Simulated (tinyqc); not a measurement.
Inside a calculation. Model: biaxially strained (001) channel, valley splitting in an inversion layer.

Computed by the program tinyqc: `OMP_NUM_THREADS=1 python tinyqc.py 2530172 2530173 out.jsonl`, one thread of a shared Intel Xeon 2.30GHz, about 0.02 s for the whole run. Printed values are rounded.

A thin layer grown on a relaxed buffer is stretched in the plane. The two valleys with their long axis along the growth direction (D2) sink against the four in-plane ones (D4); confinement in a triangular well splits them too. Only the lowest subband of each set is kept; one relaxation time, so the weakening of intervalley scattering is left out.

Inputs (values chosen for the exercise); values close to those of silicon on relaxed silicon-germanium:

| symbol | value | unit | meaning |
|---|---|---|---|
| T | 273 | K | temperature |
| x | 0.25 |  | germanium share of the relaxed buffer |
| b1 | 0.0418 |  | lattice mismatch per unit x |
| c11 | 165 | GPa | elastic constant |
| c12 | 63.9 | GPa | elastic constant |
| Xu | 8.89 | eV | shear deformation potential |
| ml | 0.906 | m0 | longitudinal mass |
| mt | 0.187 | m0 | transverse mass |
| F | 0.86 | MV/cm | confining field |
| Ns | 1.8e12 | cm^-2 | inversion density |

Constants: q = 1.602176634e-19 C, kB = 1.380649e-23 J/K, hbar = 1.054571817e-34 J s, m0 = 9.1093837015e-31 kg, Vt = kB T/q, hbar^2/(2 m0) = 0.0380998212 eV nm^2. Results are converted to the units shown.

## Strain, stress and splitting

e_par = b1 x, e_perp = -2 (c12/c11) e_par, splitting D = Xu (e_par - e_perp), in-plane stress (c11 + c12 - 2 c12^2/c11) e_par.

e_par = 1.045 %
e_perp = -0.8094 %
D = 164.8562 meV
stress = 1.874798 GPa

## Subband edges and densities of states

Levels E(m) = 2.33811 (hbar^2 q^2 F^2/(2 m))^(1/3): E2 = E(ml), E4 = E(mt) + D; N2 = 2 mt kB T/(pi hbar^2), N4 = 4 sqrt(mt ml) kB T/(pi hbar^2).

E2 = 0.1584147 eV
E4 = 0.4329114 eV
N2 = 3.675398e12 cm^-2
N4 = 1.617997e13 cm^-2

Of the gap E4 - E2 = 274 meV, confinement gives 110 meV.

## Iteration 1: Fermi level by Newton steps

EF at the start = 0.158 eV

f = N2 ln(1 + exp((EF - E2)/Vt)) + N4 ln(1 + exp((EF - E4)/Vt)) - Ns, f' = [N2/(1 + exp((E2 - EF)/Vt)) + N4/(1 + exp((E4 - EF)/Vt))]/Vt, EF(new) = EF - f/f'.

f = 7.154756e11 cm^-2
f' = 7.743308e13 cm^-2/eV
EF after iteration 1 = 0.1487601 eV

## Iteration 2: Fermi level by Newton steps

As before.

f = 7.034527e10 cm^-2
f' = 6.231186e13 cm^-2/eV
EF after iteration 2 = 0.1476312 eV

## Course of the iteration: Fermi level by Newton steps

Stop when EF changes by less than 1e-10 eV, or after 40 iterations.

Course of the iteration:
```
iteration    EF (eV)  |change| (eV)
1          0.1487601        9.24e-3
2          0.1476312        1.13e-3
3          0.1476144        1.67e-5
4          0.1476144        3.64e-9
5          0.1476144        < 1e-15
```

Converged in 5 iterations. At the end the number of correct digits about doubles with each step.

## Share of the light valleys and conductivity mass

EF = 0.1476144 eV

EF solves Ns = N2 ln(1 + exp((EF - E2)/Vt)) + N4 ln(1 + exp((EF - E4)/Vt)); f2 is the share in D2, and 1/mc = f2/mt + (1 - f2)(1/mt + 1/ml)/2.

f2 = 0.9999514
mc = 0.1870036 m0

Without strain f2 would be 0.950 and mc 0.191 m0, so repopulation alone gains 2.0 % in mobility.
